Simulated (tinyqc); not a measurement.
Millisecond and nanosecond annealing: surface heating, thermal budget and solid-phase regrowth. From one set of inputs to another, one input at a time. Computed by tinyqc, a small Python program. Command: `OMP_NUM_THREADS=1 python tinyqc.py 3002715 3002716 out.jsonl flash ladder`. One thread of a shared host (Intel(R) Xeon(R) Processor @ 2.30GHz), about 0.02 s of CPU time with the checks.

A square pulse heats the surface of a thick wafer with constant thermal properties; losses by radiation are neglected and silicon melts at 1414 C.

The inputs printed are set A. Set A is modelled on hot silicon with boron; the values taken over come from a set modelled on hot silicon with phosphorus. Inputs not listed in the table keep their values of set A, so the rows need not describe a real material.

Inputs (values chosen for the exercise, modelled on hot silicon with boron): incident fluence = 24.3 J/cm^2; pulse length t_p = 0.0005 s; reflectance R = 0.44; thermal conductivity k = 0.3 W/(cm K); heat capacity per volume c = 2.38 J/(cm^3 K); preheat temperature T0 = 400 C; wafer thickness d = 775 um; dopant prefactor D0 = 1.01 cm^2/s; dopant activation energy E = 3.53 eV; regrowth prefactor v0 = 4.8e+08 cm/s; regrowth energy E_v = 2.7 eV.

Source: flash lamp.

Constants: k_B = 8.617333262e-05 eV/K.

Method:
- Absorbed flux q = (1 - R) fluence/t_p; kappa = k/c. With f(z, t) = (2 q/k) sqrt(kappa t) ierfc(z/(2 sqrt(kappa t))), ierfc(x) = exp(-x^2)/sqrt(pi) - x erfc(x): T = T0 + f(z, t) during the pulse and T0 + f(z, t) - f(z, t - t_p) after it.
- At the surface the rise at the end of the pulse is 2 q sqrt(t_p/(pi k c)); the fluence that just melts the surface scales with (1414 - T0).
- Temperatures in kelvin are T(C) + 273.15.
- Integrate exp(-E/(k_B T(t))) at the surface from 0 to 10 t_p (Gauss-Legendre, 60 points in sqrt(t) up to t_p and 60 in sqrt(t - t_p) after it). (Dt) = D0 x integral with E; regrowth = v0 x integral with E_v; effective time = integral/exp(-E/(k_B T_peak)).

Each row keeps all changes above it; columns: (1) input moved; (2) from; (3) to; (4) diffusion length 2 sqrt(Dt) (nm); (5) effective time over t_p; (6) fluence at the melting threshold (J/cm^2):
```
(1)                                                                        (2)         (3)     (4)     (5)    (6)
set A                                                                        -           -  0.1642  0.1256  30.32
heat capacity per volume c (J/(cm^3 K))                                   2.38         2.3  0.1869  0.1257  29.81
pulse length t_p (s) and incident fluence (J/cm^2)                0.0005, 24.3  0.0037, 65  0.4476  0.1256  81.08
reflectance R                                                             0.44        0.48  0.2552  0.1252  87.32
thermal conductivity k (W/(cm K))                                          0.3        0.27  0.3805  0.1254  82.84
dopant prefactor D0 (cm^2/s) and dopant activation energy E (eV)    1.01, 3.53  4.46, 3.69  0.4160  0.1202  82.84
```

Diffusion length 2 sqrt(Dt) goes from 0.164 to 0.416, a factor 2.53 in all. The largest single move comes from pulse length t_p with incident fluence (a factor 2.40), and reflectance R works against it (a factor 0.570). Effective time over t_p goes from 0.126 to 0.120, a factor 0.957 in all. The largest single move comes from dopant prefactor D0 with dopant activation energy E (a factor 0.958). Fluence at the melting threshold goes from 30.3 to 82.8, a factor 2.73 in all. The largest single move comes from pulse length t_p with incident fluence (a factor 2.72). The single moves hold for this order of the switches; the total does not depend on the order.

Caution (all rows): equilibrium diffusivities are used; implant damage enhances diffusion, and k and c vary with temperature. Caution (rows set A, heat capacity per volume c): a diffusion length below the atomic spacing of 0.235 nm means about one jump per atom or fewer, so the profile does not change measurably. Caution (rows pulse length t_p, reflectance R, thermal conductivity k, dopant prefactor D0): heat reaches the back of the wafer, which is no longer thick.

Extremes, crossings and ranges named in words are read from the listed rows.
